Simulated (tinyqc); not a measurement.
Classical Heisenberg spin chain: exact results, Metropolis, heat-bath and over-relaxation steps, and a Monte Carlo run: one step, computed by the program tinyqc. Command: `OMP_NUM_THREADS=1 python tinyqc.py 3130587 3130588 out.jsonl heismc walk`. One thread of a shared host (Intel(R) Xeon(R) Processor @ 2.30GHz), about 0.2 s of CPU time with the checks.

E = -J sum_i s_i . s_(i+1) for unit vectors s_i on an open chain; K = J/(k_B T).

Problem. Exact results. Each bond angle is independent, so u = <s_i . s_(i+1)> = coth K - 1/K, <s_i . s_(i+n)> = u^n, correlation length xi = -1/ln|u|, energy per bond -J u, heat capacity per bond c/k_B = 1 - K^2/sinh^2 K, and for the long chain chi = mu^2 (1 + u)/(3 k_B T (1 - u)) per spin.

Inputs (values chosen for the exercise, for a model chain of large moments): coupling J = -37 meV; temperature T = 515 K; moment mu = 5.5 mu_B.

Constants: k_B = 8.617333262e-05 eV/K; mu_B = 5.7883818060e-05 eV/T.

Give: K; u; xi; energy per bond; heat capacity; chi over the Curie value; chi.

Solution.

K = -0.8337

u = -0.2658

xi = 0.7548 sites

energy per bond = -9.836 meV

heat capacity = 0.2027 k_B/bond

chi over the Curie value = 0.5800

chi = 0.007628 mu_B/T per spin
